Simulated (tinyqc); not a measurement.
CISD on RHF in the 6-311g basis, for H2, spin multiplicity 1, step by step. Computed by tinyqc, a small Python program that keeps every step (integrals from PySCF). Settings: charge = 0, multiplicity = 1, basis = 6-311g, method = RHF, energy threshold = 1e-10, iteration cap = 69, orthogonalisation = symmetric, start = atomic densities, DIIS depth = 6, ci = CISD. Command: `OMP_NUM_THREADS=1 python tinyqc.py 28933 28934 out.jsonl` (the two numbers bound the seeds that draw the settings). One thread of a shared host (Intel(R) Xeon(R) Processor @ 2.60GHz), about 0.09 s of CPU time with the checks. The early iterations of the SCF are left out here.

## One-electron integrals

Geometry (angstrom):
```
atom       x       y       z
H     0.0000  0.0000  0.0000
H     0.0000  0.0000  0.9680
```

Basis 6-311g: exponents (1/bohr^2) and contraction coefficients of normalised primitives:
```
element  l (shell)  exponent  coefficient
H            s (1)   33.8650       0.0255
H            s (1)    5.0948       0.1904
H            s (1)    1.1588       0.8522
H            s (2)    0.3258       1.0000
H            s (3)    0.1027       1.0000
```

Overlap, kinetic and nuclear-attraction integrals over the contracted functions; the nuclear repulsion is the sum of Za Zb / Rab.

nuclear repulsion = 0.546671 hartree

overlap S, order 1H 1s, 1H 2s, 1H 3s, 2H 1s, 2H 2s, 2H 3s:
$$\begin{pmatrix}
1.0000 & 0.7064 & 0.3737 & 0.1141 & 0.2972 & 0.2720 \\
0.7064 & 1.0000 & 0.7890 & 0.2972 & 0.5797 & 0.6075 \\
0.3737 & 0.7890 & 1.0000 & 0.2720 & 0.6075 & 0.8421 \\
0.1141 & 0.2972 & 0.2720 & 1.0000 & 0.7064 & 0.3737 \\
0.2972 & 0.5797 & 0.6075 & 0.7064 & 1.0000 & 0.7890 \\
0.2720 & 0.6075 & 0.8421 & 0.3737 & 0.7890 & 1.0000
\end{pmatrix}$$

kinetic energy T (hartree), order 1H 1s, 1H 2s, 1H 3s, 2H 1s, 2H 2s, 2H 3s:
$$\begin{pmatrix}
2.3043 & 0.5491 & 0.1063 & -0.0840 & 0.0972 & 0.0610 \\
0.5491 & 0.4888 & 0.1849 & 0.0972 & 0.1804 & 0.1176 \\
0.1063 & 0.1849 & 0.1541 & 0.0610 & 0.1176 & 0.1149 \\
-0.0840 & 0.0972 & 0.0610 & 2.3043 & 0.5491 & 0.1063 \\
0.0972 & 0.1804 & 0.1176 & 0.5491 & 0.4888 & 0.1849 \\
0.0610 & 0.1176 & 0.1149 & 0.1063 & 0.1849 & 0.1541
\end{pmatrix}$$

nuclear attraction V (hartree), order 1H 1s, 1H 2s, 1H 3s, 2H 1s, 2H 2s, 2H 3s:
$$\begin{pmatrix}
-2.6577 & -1.4463 & -0.7186 & -0.2466 & -0.6139 & -0.5312 \\
-1.4463 & -1.4375 & -0.9751 & -0.6139 & -0.8920 & -0.7871 \\
-0.7186 & -0.9751 & -0.9265 & -0.5312 & -0.7871 & -0.8145 \\
-0.2466 & -0.6139 & -0.5312 & -2.6577 & -1.4463 & -0.7186 \\
-0.6139 & -0.8920 & -0.7871 & -1.4463 & -1.4375 & -0.9751 \\
-0.5312 & -0.7871 & -0.8145 & -0.7186 & -0.9751 & -0.9265
\end{pmatrix}$$

core Hamiltonian H = T + V (hartree), order 1H 1s, 1H 2s, 1H 3s, 2H 1s, 2H 2s, 2H 3s:
$$\begin{pmatrix}
-0.3534 & -0.8972 & -0.6122 & -0.3306 & -0.5167 & -0.4702 \\
-0.8972 & -0.9487 & -0.7903 & -0.5167 & -0.7116 & -0.6696 \\
-0.6122 & -0.7903 & -0.7723 & -0.4702 & -0.6696 & -0.6996 \\
-0.3306 & -0.5167 & -0.4702 & -0.3534 & -0.8972 & -0.6122 \\
-0.5167 & -0.7116 & -0.6696 & -0.8972 & -0.9487 & -0.7903 \\
-0.4702 & -0.6696 & -0.6996 & -0.6122 & -0.7903 & -0.7723
\end{pmatrix}$$

## Two-electron integrals

Functions are numbered as in S; the eight-fold symmetry (ij|kl) = (ji|kl) = (kl|ij) leaves the list below.

Two-electron integrals (ij|kl) in chemists' order, unique and non-zero (hartree):
```
(11|11) 1.3930   (21|11) 0.8230   (21|21) 0.5097   (22|11) 0.8229
(22|21) 0.5430   (22|22) 0.6441   (31|11) 0.4113   (31|21) 0.2578
(31|22) 0.2799   (31|31) 0.1308   (32|11) 0.5437   (32|21) 0.3658
(32|22) 0.4527   (32|31) 0.1898   (32|32) 0.3251   (33|11) 0.4940
(33|21) 0.3401   (33|22) 0.4460   (33|31) 0.1780   (33|32) 0.3318
(33|33) 0.3617   (41|11) 0.1084   (41|21) 0.0704   (41|22) 0.0805
(41|31) 0.0361   (41|32) 0.0556   (41|33) 0.0532   (41|41) 0.0159
(42|11) 0.1964   (42|21) 0.1345   (42|22) 0.1711   (42|31) 0.0702
(42|32) 0.1237   (42|33) 0.1266   (42|41) 0.0340   (42|42) 0.0890
(43|11) 0.1571   (43|21) 0.1088   (43|22) 0.1427   (43|31) 0.0570
(43|32) 0.1050   (43|33) 0.1106   (43|41) 0.0277   (43|42) 0.0774
(43|43) 0.0692   (44|11) 0.5450   (44|21) 0.3822   (44|22) 0.5140
(44|31) 0.2012   (44|32) 0.3820   (44|33) 0.4059   (44|41) 0.1084
(44|42) 0.3282   (44|43) 0.2974   (44|44) 1.3930   (51|11) 0.3282
(51|21) 0.2056   (51|22) 0.2230   (51|31) 0.1043   (51|32) 0.1512
(51|33) 0.1417   (51|41) 0.0340   (51|42) 0.0672   (51|43) 0.0544
(51|44) 0.1964   (51|51) 0.0890   (52|11) 0.4147   (52|21) 0.2783
(52|22) 0.3421   (52|31) 0.1443   (52|32) 0.2447   (52|33) 0.2477
(52|41) 0.0533   (52|42) 0.1263   (52|43) 0.1083   (52|44) 0.4147
(52|51) 0.1263   (52|52) 0.2165   (53|11) 0.3364   (53|21) 0.2305
(53|22) 0.2982   (53|31) 0.1205   (53|32) 0.2197   (53|33) 0.2343
(53|41) 0.0458   (53|42) 0.1182   (53|43) 0.1053   (53|44) 0.4088
(53|51) 0.1058   (53|52) 0.1982   (53|53) 0.1928   (54|11) 0.3822
(54|21) 0.2667   (54|22) 0.3558   (54|31) 0.1402   (54|32) 0.2642
(54|33) 0.2820   (54|41) 0.0704   (54|42) 0.2056   (54|43) 0.1867
(54|44) 0.8230   (54|51) 0.1345   (54|52) 0.2783   (54|53) 0.2756
(54|54) 0.5097   (55|11) 0.5140   (55|21) 0.3558   (55|22) 0.4703
(55|31) 0.1866   (55|32) 0.3501   (55|33) 0.3791   (55|41) 0.0805
(55|42) 0.2230   (55|43) 0.2031   (55|44) 0.8229   (55|51) 0.1711
(55|52) 0.3421   (55|53) 0.3429   (55|54) 0.5430   (55|55) 0.6441
(61|11) 0.2974   (61|21) 0.1867   (61|22) 0.2031   (61|31) 0.0947
(61|32) 0.1379   (61|33) 0.1294   (61|41) 0.0277   (61|42) 0.0544
(61|43) 0.0442   (61|44) 0.1571   (61|51) 0.0774   (61|52) 0.1083
(61|53) 0.0907   (61|54) 0.1088   (61|55) 0.1427   (61|61) 0.0692
(62|11) 0.4088   (62|21) 0.2756   (62|22) 0.3429   (62|31) 0.1431
(62|32) 0.2470   (62|33) 0.2532   (62|41) 0.0458   (62|42) 0.1058
(62|43) 0.0907   (62|44) 0.3364   (62|51) 0.1182   (62|52) 0.1982
(62|53) 0.1810   (62|54) 0.2305   (62|55) 0.2982   (62|61) 0.1053
(62|62) 0.1928   (63|11) 0.3948   (63|21) 0.2725   (63|22) 0.3598
(63|31) 0.1428   (63|32) 0.2689   (63|33) 0.2961   (63|41) 0.0471
(63|42) 0.1183   (63|43) 0.1053   (63|44) 0.3948   (63|51) 0.1183
(63|52) 0.2177   (63|53) 0.2129   (63|54) 0.2725   (63|55) 0.3598
(63|61) 0.1053   (63|62) 0.2129   (63|63) 0.2565   (64|11) 0.2012
(64|21) 0.1402   (64|22) 0.1866   (64|31) 0.0736   (64|32) 0.1385
(64|33) 0.1481   (64|41) 0.0361   (64|42) 0.1043   (64|43) 0.0947
(64|44) 0.4113   (64|51) 0.0702   (64|52) 0.1443   (64|53) 0.1431
(64|54) 0.2578   (64|55) 0.2799   (64|61) 0.0570   (64|62) 0.1205
(64|63) 0.1428   (64|64) 0.1308   (65|11) 0.3820   (65|21) 0.2642
(65|22) 0.3501   (65|31) 0.1385   (65|32) 0.2616   (65|33) 0.2868
(65|41) 0.0556   (65|42) 0.1512   (65|43) 0.1379   (65|44) 0.5437
(65|51) 0.1237   (65|52) 0.2447   (65|53) 0.2470   (65|54) 0.3658
(65|55) 0.4527   (65|61) 0.1050   (65|62) 0.2197   (65|63) 0.2689
(65|64) 0.1898   (65|65) 0.3251   (66|11) 0.4059   (66|21) 0.2820
(66|22) 0.3791   (66|31) 0.1481   (66|32) 0.2868   (66|33) 0.3242
(66|41) 0.0532   (66|42) 0.1417   (66|43) 0.1294   (66|44) 0.4940
(66|51) 0.1266   (66|52) 0.2477   (66|53) 0.2532   (66|54) 0.3401
(66|55) 0.4460   (66|61) 0.1106   (66|62) 0.2343   (66|63) 0.2961
(66|64) 0.1780   (66|65) 0.3318   (66|66) 0.3617
```

## Orthogonalisation

S = U s U^T; symmetric (Loewdin) form X = U s^(-1/2) U^T, so that X^T S X = 1.

eigenvalues of S: [0.0460, 0.1321, 0.2616, 0.7590, 1.1563, 3.6448]

X, order 1H 1s, 1H 2s, 1H 3s, 2H 1s, 2H 2s, 2H 3s:
$$\begin{pmatrix}
1.3764 & -0.7547 & 0.2135 & 0.0448 & -0.0051 & -0.0421 \\
-0.7547 & 2.2220 & -1.0650 & -0.0051 & -0.4102 & 0.2809 \\
0.2135 & -1.0650 & 2.3857 & -0.0421 & 0.2809 & -1.1958 \\
0.0448 & -0.0051 & -0.0421 & 1.3764 & -0.7547 & 0.2135 \\
-0.0051 & -0.4102 & 0.2809 & -0.7547 & 2.2220 & -1.0650 \\
-0.0421 & 0.2809 & -1.1958 & 0.2135 & -1.0650 & 2.3857
\end{pmatrix}$$

## Iteration 6 (converged): orbitals

converged F (hartree), order 1H 1s, 1H 2s, 1H 3s, 2H 1s, 2H 2s, 2H 3s:
$$\begin{pmatrix}
0.6719 & -0.3620 & -0.4236 & -0.3725 & -0.4133 & -0.3787 \\
-0.3620 & -0.2935 & -0.3579 & -0.4133 & -0.4303 & -0.3783 \\
-0.4236 & -0.3579 & -0.2597 & -0.3787 & -0.3783 & -0.2839 \\
-0.3725 & -0.4133 & -0.3787 & 0.6719 & -0.3620 & -0.4236 \\
-0.4133 & -0.4303 & -0.3783 & -0.3620 & -0.2935 & -0.3579 \\
-0.3787 & -0.3783 & -0.2839 & -0.4236 & -0.3579 & -0.2597
\end{pmatrix}$$

Diagonalise F' = X^T F X, C = X C', fill 1 alpha and 1 beta electrons from the bottom; D = 2 C_occ C_occ^T. Each column has its largest component positive (the first on a tie).

F' = X^T F X (hartree):
$$\begin{pmatrix}
1.7179 & -1.1775 & 0.0074 & -0.0716 & -0.1890 & -0.1274 \\
-1.1775 & 0.9367 & -0.3811 & -0.1890 & -0.2036 & -0.0317 \\
0.0074 & -0.3811 & 0.1806 & -0.1274 & -0.0317 & -0.1315 \\
-0.0716 & -0.1890 & -0.1274 & 1.7179 & -1.1775 & 0.0074 \\
-0.1890 & -0.2036 & -0.0317 & -1.1775 & 0.9367 & -0.3811 \\
-0.1274 & -0.0317 & -0.1315 & 0.0074 & -0.3811 & 0.1806
\end{pmatrix}$$

orbital energies (hartree): MO1 -0.5352, MO2 0.1296, MO3 0.3249, MO4 0.5625, MO5 2.5498, MO6 2.6386

coefficients C, order 1H 1s, 1H 2s, 1H 3s, 2H 1s, 2H 2s, 2H 3s:
$$\begin{pmatrix}
0.1640 & 0.1013 & -0.0455 & -0.0974 & -1.0865 & -1.1333 \\
0.3065 & 0.0627 & -0.8094 & -1.3808 & 1.6554 & 1.2200 \\
0.1616 & 1.6188 & 0.8836 & 1.8985 & -1.0616 & -0.4725 \\
0.1640 & -0.1013 & -0.0455 & 0.0974 & 1.0865 & -1.1333 \\
0.3065 & -0.0627 & -0.8094 & 1.3808 & -1.6554 & 1.2200 \\
0.1616 & -1.6188 & 0.8836 & -1.8985 & 1.0616 & -0.4725
\end{pmatrix}$$

D after iteration 6, order 1H 1s, 1H 2s, 1H 3s, 2H 1s, 2H 2s, 2H 3s:
$$\begin{pmatrix}
0.0538 & 0.1005 & 0.0530 & 0.0538 & 0.1005 & 0.0530 \\
0.1005 & 0.1879 & 0.0991 & 0.1005 & 0.1879 & 0.0991 \\
0.0530 & 0.0991 & 0.0523 & 0.0530 & 0.0991 & 0.0523 \\
0.0538 & 0.1005 & 0.0530 & 0.0538 & 0.1005 & 0.0530 \\
0.1005 & 0.1879 & 0.0991 & 0.1005 & 0.1879 & 0.0991 \\
0.0530 & 0.0991 & 0.0523 & 0.0530 & 0.0991 & 0.0523
\end{pmatrix}$$

## Convergence

Stop when the energy changes by less than 1e-10 hartree and every element of the error matrix X^T (F D S - S D F) X is below 3e-06.

Course of the cycle:
```
iteration  E (hartree)     change  largest element of the error matrix
1            -0.764266          -                             1.01e-01
2            -1.101896  -3.38e-01                             1.14e-02
3            -1.102494  -5.98e-04                             2.97e-03
4            -1.102531  -3.73e-05                             7.32e-05
5            -1.102531  -6.17e-09                             1.37e-06
6            -1.102531  -1.00e-11                             2.26e-09
```

PySCF RHF in the same basis = -1.102531 hartree

Converged in 6 iterations.

## Integrals over molecular orbitals

(pq|rs) = sum C_ip C_jq C_kr C_ls (ij|kl), one index at a time.

one-electron integrals over orbitals h = C^T H C (hartree):
$$\begin{pmatrix}
-1.1140 & 0.0000 & 0.1218 & 0.0000 & 0.0000 & 0.0653 \\
0.0000 & -0.5354 & 0.0000 & 0.2066 & 0.0293 & 0.0000 \\
0.1218 & 0.0000 & -0.3348 & 0.0000 & 0.0000 & -0.1421 \\
0.0000 & 0.2066 & 0.0000 & -0.2628 & -0.2027 & 0.0000 \\
0.0000 & 0.0293 & 0.0000 & -0.2027 & 1.4134 & 0.0000 \\
0.0653 & 0.0000 & -0.1421 & 0.0000 & 0.0000 & 1.5103
\end{pmatrix}$$

Two-electron integrals over orbitals (pq|rs), unique and non-zero (hartree):
```
(11|11) 0.5789    (21|21) 0.0693    (22|11) 0.3672    (22|22) 0.3141
(31|11) -0.1218   (31|22) -0.0373   (31|31) 0.0542    (32|21) 0.0150
(32|32) 0.0308    (33|11) 0.3570    (33|22) 0.2802    (33|31) -0.0390
(33|33) 0.2814    (41|21) -0.0737   (41|32) 0.0065    (41|41) 0.0978
(42|11) -0.1402   (42|22) -0.0584   (42|31) 0.0476    (42|33) -0.0512
(42|42) 0.0642    (43|21) 0.0480    (43|32) 0.0149    (43|41) -0.0495
(43|43) 0.0401    (44|11) 0.4616    (44|22) 0.3346    (44|31) -0.0809
(44|33) 0.3076    (44|42) -0.1025   (44|44) 0.4009    (51|21) -0.0288
(51|32) 0.0193    (51|41) 0.0557    (51|43) -0.0288   (51|51) 0.0769
(52|11) -0.0290   (52|22) 0.0065    (52|31) 0.0243    (52|33) -0.0052
(52|42) 0.0113    (52|44) -0.0186   (52|52) 0.0284    (53|21) 0.0338
(53|32) -0.0072   (53|41) -0.0487   (53|43) 0.0239    (53|51) -0.0427
(53|53) 0.0318    (54|11) 0.1292    (54|22) 0.0379    (54|31) -0.0582
(54|33) 0.0459    (54|42) -0.0522   (54|44) 0.0901    (54|52) -0.0405
(54|54) 0.0852    (55|11) 0.6067    (55|22) 0.3810    (55|31) -0.1424
(55|33) 0.3626    (55|42) -0.1588   (55|44) 0.4964    (55|52) -0.0617
(55|54) 0.1883    (55|55) 0.7339    (61|11) -0.0653   (61|22) -0.0174
(61|31) 0.0398    (61|33) -0.0193   (61|42) 0.0312    (61|44) -0.0547
(61|52) 0.0380    (61|54) -0.0688   (61|55) -0.1360   (61|61) 0.0721
(62|21) -0.0104   (62|32) 0.0067    (62|41) 0.0209    (62|43) -0.0138
(62|51) 0.0355    (62|53) -0.0169   (62|62) 0.0189    (63|11) 0.0909
(63|22) 0.0374    (63|31) -0.0355   (63|33) 0.0330    (63|42) -0.0374
(63|44) 0.0672    (63|52) -0.0186   (63|54) 0.0489    (63|55) 0.1274
(63|61) -0.0391   (63|63) 0.0328    (64|21) 0.0264    (64|32) -0.0191
(64|41) -0.0502   (64|43) 0.0220    (64|51) -0.0628   (64|53) 0.0370
(64|62) -0.0294   (64|64) 0.0565    (65|21) 0.1103    (65|32) -0.0062
(65|41) -0.1453   (65|43) 0.0832    (65|51) -0.1232   (65|53) 0.0905
(65|62) -0.0537   (65|64) 0.1072    (65|65) 0.2852    (66|11) 0.6002
(66|22) 0.3706    (66|31) -0.1367   (66|33) 0.3614    (66|42) -0.1544
(66|44) 0.4849    (66|52) -0.0588   (66|54) 0.1792    (66|55) 0.7073
(66|61) -0.1187   (66|63) 0.1190    (66|66) 0.6941
```

## CISD: determinants and Hamiltonian

Hartree-Fock energy = -1.102531 hartree

Slater-Condon rules over spin orbitals, with the nuclear repulsion added and E(HF) subtracted on the diagonal. Only determinants linked to the reference directly or through others are kept (one block of an abelian symmetry group), so some states are absent.

Occupation strings over the orbitals (2 doubly, a alpha, b beta, 0 empty; spin orbitals ordered 1a 1b 2a 2b ...): 200000 a0b000 a0000b b0a000 b0000a 020000 0a0b00 0a00b0 002000 00a00b 0b0a00 000200 000ab0 0b00a0 000ba0 000020 00b00a 000002

H - E(HF) between determinants (hartree):
```
         200000   a0b000   a0000b   b0a000   b0000a   020000   0a0b00   0a00b0
200000   0.0000   0.0000   0.0000   0.0000   0.0000   0.0693  -0.0737  -0.0288
a0b000   0.0000   0.5574  -0.0511  -0.0542  -0.0398   0.0150   0.0480   0.0338
a0000b   0.0000  -0.0511   2.6457  -0.0398  -0.0721  -0.0104   0.0264   0.1103
b0a000   0.0000  -0.0542  -0.0398   0.5574  -0.0511  -0.0150  -0.0065  -0.0193
b0000a   0.0000  -0.0398  -0.0721  -0.0511   2.6457   0.0104  -0.0209  -0.0355
020000   0.0693   0.0150  -0.0104  -0.0150   0.0104   0.8925   0.1483   0.0358
0a0b00  -0.0737   0.0480   0.0264  -0.0065  -0.0209   0.1483   1.1856  -0.1648
0a00b0  -0.0288   0.0338   0.1103  -0.0193  -0.0355   0.0358  -0.1648   2.9082
002000   0.0542   0.0827  -0.0355  -0.0827   0.0355   0.0308   0.0149  -0.0072
00a00b   0.0398  -0.0355  -0.0149  -0.0460   0.0391   0.0067  -0.0191  -0.0062
0b0a00   0.0737  -0.0065  -0.0209   0.0480   0.0264  -0.1483  -0.0642  -0.0113
000200   0.0978  -0.0495  -0.0502   0.0495   0.0502   0.0642   0.1041  -0.0522
000ab0   0.0557  -0.0487  -0.1453   0.0288   0.0628   0.0113  -0.0522   0.0478
0b00a0   0.0288  -0.0193  -0.0355   0.0338   0.1103  -0.0358  -0.0113  -0.0284
000ba0  -0.0557   0.0288   0.0628  -0.0487  -0.1453  -0.0113  -0.0107   0.0405
000020   0.0769  -0.0427  -0.1232   0.0427   0.1232   0.0284  -0.0405  -0.0324
00b00a  -0.0398  -0.0460   0.0391  -0.0355  -0.0149  -0.0067   0.0138   0.0169
000002   0.0721  -0.0391  -0.0534   0.0391   0.0534   0.0189  -0.0294  -0.0537

         002000   00a00b   0b0a00   000200   000ab0   0b00a0   000ba0   000020
200000   0.0542   0.0398   0.0737   0.0978   0.0557   0.0288  -0.0557   0.0769
a0b000   0.0827  -0.0355  -0.0065  -0.0495  -0.0487  -0.0193   0.0288  -0.0427
a0000b  -0.0355  -0.0149  -0.0209  -0.0502  -0.1453  -0.0355   0.0628  -0.1232
b0a000  -0.0827  -0.0460   0.0480   0.0495   0.0288   0.0338  -0.0487   0.0427
b0000a   0.0355   0.0391   0.0264   0.0502   0.0628   0.1103  -0.1453   0.1232
020000   0.0308   0.0067  -0.1483   0.0642   0.0113  -0.0358  -0.0113   0.0284
0a0b00   0.0149  -0.0191  -0.0642   0.1041  -0.0522  -0.0113  -0.0107  -0.0405
0a00b0  -0.0072  -0.0062  -0.0113  -0.0522   0.0478  -0.0284   0.0405  -0.0324
002000   1.2611  -0.1091  -0.0149   0.0401   0.0239   0.0072  -0.0239   0.0318
00a00b  -0.1091   3.1862   0.0138   0.0220   0.0832   0.0169  -0.0370   0.0905
0b0a00  -0.0149   0.0138   1.1856  -0.1041  -0.0107  -0.1648  -0.0522   0.0405
000200   0.0401   0.0220  -0.1041   1.5244  -0.1126   0.0522   0.1126   0.0852
000ab0   0.0239   0.0832  -0.0107  -0.1126   3.2962   0.0405  -0.0852  -0.0144
0b00a0   0.0072   0.0169  -0.1648   0.0522   0.0405   2.9082   0.0478   0.0324
000ba0  -0.0239  -0.0370  -0.0522   0.1126  -0.0852   0.0478   3.2962   0.0144
000020   0.0318   0.0905   0.0405   0.0852  -0.0144   0.0324   0.0144   5.2100
00b00a   0.1091  -0.0328  -0.0191  -0.0220  -0.0370  -0.0062   0.0832  -0.0905
000002   0.0328  -0.0231   0.0294   0.0565   0.1072   0.0537  -0.1072   0.2852

         00b00a   000002
200000  -0.0398   0.0721
a0b000  -0.0460  -0.0391
a0000b   0.0391  -0.0534
b0a000  -0.0355   0.0391
b0000a  -0.0149   0.0534
020000  -0.0067   0.0189
0a0b00   0.0138  -0.0294
0a00b0   0.0169  -0.0537
002000   0.1091   0.0328
00a00b  -0.0328  -0.0231
0b0a00  -0.0191   0.0294
000200  -0.0220   0.0565
000ab0  -0.0370   0.1072
0b00a0  -0.0062   0.0537
000ba0   0.0832  -0.1072
000020  -0.0905   0.2852
00b00a   3.1862   0.0231
000002   0.0231   5.3640
```

## CISD: roots

Diagonalise (each vector has its largest component positive (the first on a tie)); all determinants have Ms = 0, so triplets appear too. The lowest singlet root is the correlation energy.

lowest roots of this matrix, relative to E(HF) (hartree): [-0.0316, 0.4935, 0.5727, 0.8006, 1.1055, 1.2451, 1.2805, 1.6020]

lowest vectors, order 200000, a0b000, a0000b, b0a000, b0000a, 020000, 0a0b00, 0a00b0, 002000, 00a00b, 0b0a00, 000200, 000ab0, 0b00a0, 000ba0, 000020, 00b00a, 000002:
$$\begin{pmatrix}
0.9863 & 0.0000 & 0.0222 & 0.1232 \\
-0.0088 & 0.7043 & 0.6887 & -0.0275 \\
-0.0063 & 0.0312 & 0.0084 & 0.0106 \\
0.0088 & 0.7043 & -0.6887 & 0.0275 \\
0.0063 & 0.0312 & -0.0084 & -0.0106 \\
-0.0915 & 0.0000 & -0.0097 & 0.9030 \\
0.0741 & -0.0486 & -0.0645 & -0.2846 \\
0.0133 & -0.0091 & -0.0180 & -0.0351 \\
-0.0386 & 0.0000 & -0.1759 & -0.0462 \\
-0.0111 & 0.0211 & -0.0133 & -0.0094 \\
-0.0741 & -0.0486 & 0.0645 & 0.2846 \\
-0.0684 & 0.0000 & 0.0953 & -0.0204 \\
-0.0168 & 0.0049 & 0.0239 & -0.0108 \\
-0.0133 & -0.0091 & 0.0180 & 0.0351 \\
0.0168 & 0.0049 & -0.0239 & 0.0108 \\
-0.0109 & 0.0000 & 0.0110 & -0.0121 \\
0.0111 & 0.0211 & 0.0133 & 0.0094 \\
-0.0099 & 0.0000 & 0.0082 & -0.0086
\end{pmatrix}$$

<S^2> of these roots: [0.0000, 2.0000, 0.0000, 0.0000, 2.0000, 0.0000, 0.0000, 0.0000]

weight of the ground state by excitation level 0, 1, 2, ...: [0.9729, 0.0002, 0.0269]
